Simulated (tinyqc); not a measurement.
What moves the results: heterojunction of two tight-binding chains. A value that a table varies takes the place of the one given here.

Left chain: hopping -t1, sites at 2 t1 (band bottom 0). Right chain: hopping -t2, sites at dE + 2 t2 (bottom dE). t = c/(m a^2), c = hbar^2/2m0. The bond across the interface is -tc with tc = f sqrt(t1 t2), and the last left site has the extra energy U. In a chain E = bottom + 2t (1 - cos(ka)); the surface Green function of a half chain is g = -exp(ika)/t, with Im k > 0 where cos(ka) > 1.

Constants: hbar^2/2m0 = 3.80998211 eV angstrom^2.

Inputs chosen for the exercise (masses and offset of the size met at GaN / AlGaN; shifted at random, so the results belong to these values and not to a real crystal):
```
symbol  value  unit      meaning
a       4      angstrom  site spacing
m1      0.191  m0        mass on the left
m2      0.271  m0        mass on the right
dE      0.41   eV        band offset
f       0.95             factor on the interface hopping
U       -0.6   eV        extra energy on the last left site
E       0.42   eV        electron energy
```

## Transmission against energy, and which matching rule a chain obeys

Chain A is the junction as given; chain B has tc = sqrt(t1 t2) and U = 0; chain C has tc = t2 and U = t2 - t1, the finite-difference form of -d/dx (c/m) d/dx. Continuum formulas T = 4 x y/(x + y)^2 with parabolic k: x, y = k/m on each side (BenDaniel-Duke) or x, y = k (slope continuous).

T:
```
E - dE (eV)  E (eV)  chain A  chain B  chain C  k/m matched  k matched
0.002         0.412   0.1452   0.2729   0.2010       0.2088     0.2830
0.005         0.415   0.2195   0.3957   0.2982       0.3090     0.4090
0.010         0.420   0.2951   0.5093   0.3929       0.4061     0.5246
0.020         0.430   0.3888   0.6342   0.5039       0.5192     0.6504
0.050         0.460   0.5364   0.7952   0.6628       0.6791     0.8099
0.100         0.510   0.6557   0.8930   0.7748       0.7902     0.9043
0.200         0.610   0.7672   0.9574   0.8637       0.8770     0.9643
0.400         0.810   0.8579   0.9895   0.9224       0.9335     0.9921
```

How do the results move?

Chain C follows the k/m rule within 0.0164 and chain B the plain k rule within 0.0162, while the two rules differ by up to 0.1313: in B the self-energy of the right side is -t1 exp(i k2 a), so only k2 enters, and in C it is -t2 exp(i k2 a), which carries 1/m2. Chain A, with f = 0.95 and U = -0.6 eV, has an interface term of its own and lies up to 0.2587 from B and 0.1263 from C.

## When the interface binds a state

A state below both bands solves E - 2 t1 - U - S1(E) - S2(E) = 0 for E < 0, with S1 = -t1 z1, S2 = -(tc^2/t2) z2 and |z| < 1 the decaying root of z + 1/z = 2 - (E - bottom)/t. Decay lengths -a/ln|z|. The threshold is the U that solves the equation at E = 0. A dash: no bound state.

Interface state:
```
U (eV)   E (eV)  decay left (angstrom)  decay right (angstrom)
-0.20         -                      -                       -
-0.40         -                      -                       -
-0.60         -                      -                       -
-0.74   -0.0034                   76.2                     5.9
-0.87   -0.0246                   28.5                     5.8
-1.07   -0.0824                   15.6                     5.5
-1.34   -0.1926                   10.2                     5.0
-2.01   -0.5683                    6.0                     4.0
```

threshold U = -0.6712 eV

What can be read from the table?

The step and the weakened interface bond push the state out, so an attraction must exceed 0.6712 eV to bind; 5 of the 8 rows are bound. At U = -2.01 eV the state decays over 6.0 angstrom to the left and 4.0 to the right, where the band lies higher.

## What each parameter does

T = 4 Im(S1) Im(S2) |G|^2 with G = 1/(E - 2 t1 - U - S1 - S2), S1 = -t1 exp(i k1 a), S2 = -(tc^2/t2) exp(i k2 a). Each row changes one parameter from the base and keeps the others.

Results:
```
case                   T    k1 a    k2 a
base              0.2951  0.5889  0.1067
m1 = 0.2292 m0    0.2448  0.6470  0.1067
m2 = 0.3252 m0    0.3184  0.5889  0.1169
dE = 0.36 eV      0.5806  0.5889  0.2621
f = 0.855         0.3187  0.5889  0.1067
U = -0.4 eV       0.3721  0.5889  0.1067
a = 3.2 angstrom  0.3671  0.4686  0.0854
```

What does this show?

The largest shifts from the base row, up to three for each result and ties (the steps differ in size, so this ranks the rows, not the parameters). T: dE +0.2855, U +0.0770, a +0.0720. k1 a: a -0.1203, m1 +0.0582; unchanged at the printed digits by m2, dE, f and U. k2 a: dE +0.1553, a -0.0214, m2 +0.0102; unchanged at the printed digits by m1, f and U.

(tinyqc, `OMP_NUM_THREADS=1 python tinyqc.py 1452888 1452889 out.jsonl`, Intel(R) Xeon(R) Processor @ 2.30GHz, 1 thread, shared host, about 0.01 s.)
